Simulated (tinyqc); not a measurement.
From one set of inputs to another, one input at a time: correction of a charged-defect supercell by a model charge and potential alignment (plane-averaged potentials). Computed by tinyqc, a small Python program. Command: `OMP_NUM_THREADS=1 python tinyqc.py 3111040 3111041 out.jsonl align ladder`. One thread of a shared host (Intel(R) Xeon(R) Processor @ 2.30GHz), about 0.03 s of CPU time with the checks.

The "true" defect charge is (1 - x) q in a Gaussian of width sigma plus x q in one of width sigma_t, so the exact answer is known; the correction sees only a single model Gaussian of width sigma_m. A Gaussian of width s has the transform rho(G) = exp(-G^2 s^2/2), normalised to 1. A uniform background cancels q, so G = 0 is left out. Potentials are those felt by a unit positive charge. E_0 is the formation energy of the isolated defect, E_cell its value in the supercell, E_lat = E_iso - E_per of the model charge, C the true less the model potential far from the defect; the exact correction is E_0 - E_cell, and the error of a scheme is E_cell plus its correction less E_0.

The inputs printed are set A. Inputs not listed in the table keep their values of set A, so the rows need not describe a real material.

Inputs (values chosen for the exercise, with screening close to that of silicon): defect charge q = 2 e; dielectric constant eps = 11.3; edge of the cubic cell L = 20 angstrom; width sigma of the true defect charge = 1.6 angstrom; width sigma_m of the model charge = 1.3 angstrom; share x of the charge in a wide tail = 0.34; width sigma_t of the tail = 2.5 angstrom; formation energy of the isolated defect E_0 = 3.71 eV.

Constants: e^2/(4 pi eps_0) = 14.39964548 eV angstrom.

Method:
- Periodic energy E_per = (2 pi q^2/(eps L^3)) (e^2/(4 pi eps_0)) sum_(G != 0) rho(G)^2/G^2, G = (2 pi/L)(n1, n2, n3), |n_i| <= 16. Isolated energy: two Gaussians of charges q_a, q_b and widths a, b interact by q_a q_b (e^2/(4 pi eps_0 eps)) sqrt(2/pi)/sqrt(a^2 + b^2), and the self-energy is half the sum over pairs.
- Supercell value E_cell = E_0 + E_per - E_iso for the true charge.
- E_lat = E_iso - E_per for the model charge; point-charge value alpha q^2 e^2/(4 pi eps_0 eps 2 L) with alpha = 2.837297.
- Plane-averaged potential at distance z from the defect: V(z) = (4 pi q/(eps L^3)) (e^2/(4 pi eps_0 e)) sum_(m != 0) rho(G_m) cos(G_m z)/G_m^2, G_m = 2 pi m/L, |m| <= 40.
- C = difference at z = L/2; E_corr = E_cell + E_lat - q C. For charges that have died out at L/2, C = (2 pi q/(eps L^3)) (e^2/(4 pi eps_0 e)) (<s^2> - sigma_m^2), <s^2> = (1 - x) sigma^2 + x sigma_t^2.

Each row keeps all changes above it:
```
input moved                                       from    to  E_lat (eV)  alignment C (V)  error with the point-charge term alone (meV)
set A                                                -     -      0.3548          0.00425                                         15.27
dielectric constant eps                           11.3  5.75      0.6972          0.00836                                         30.01
width sigma of the true defect charge (angstrom)   1.6   1.5      0.6972          0.00755                                         28.40
width sigma_t of the tail (angstrom)               2.5     3      0.6972          0.01119                                         35.76
edge of the cubic cell L (angstrom)                 20    18      0.7713          0.01525                                         49.05
share x of the charge in a wide tail              0.34  0.16      0.7713          0.00878                                         35.94
```

E_lat goes from 0.355 to 0.771, a factor 2.17 in all. The largest single move comes from dielectric constant eps (a factor 1.97). Alignment C goes from 0.00425 to 0.00878, a factor 2.06 in all. The largest single move comes from dielectric constant eps (a factor 1.97), and share x of the charge in a wide tail works against it (a factor 0.575). Error with the point-charge term alone goes from 15.3 to 35.9, a factor 2.35 in all. The largest single move comes from dielectric constant eps (a factor 1.97), and share x of the charge in a wide tail works against it (a factor 0.733). The single moves hold for this order of the switches; the total does not depend on the order.

Extremes, crossings and ranges named in words are read from the listed rows.
